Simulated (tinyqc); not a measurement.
Chemical-mechanical planarisation: Preston law, pattern density and step-height reduction: one step, computed by the program tinyqc.

A row of 12 cells, repeated periodically, holds raised features that cover a share rho of each cell.

Question. Effective density. The stiff pad averages the density: rho_eff(i) = sum_j w_ij rho_j / sum_j w_ij, w = exp(-2 d^2/L^2), L the planarisation length and d the distance between cell centres, summed over all periodic images of cell j.

Inputs (values chosen for the exercise, close to those used for oxide polishing): cell size = 1.3 mm; planarisation length = 1.8 mm.

local pattern densities, cell by cell: 0.9  0.3  0.6  0.6  0.9  0.9  0.25  0.8  0.1  0.9  0.5  0.6

Give: normalised weights (images included) for cells 0, 1, 2, ... apart; effective densities.

Answer.

normalised weights (images included) for cells 0, 1, 2, ... apart: 0.57616  0.20299  0.00888  0.00005  0.00000  0.00000  0.00000

effective densities: 0.71108  0.48806  0.54444  0.66090  0.83063  0.76445  0.49808  0.54802  0.40944  0.65282  0.60150  0.64057

Local densities span 0.1 to 0.9, effective ones 0.409 to 0.831.
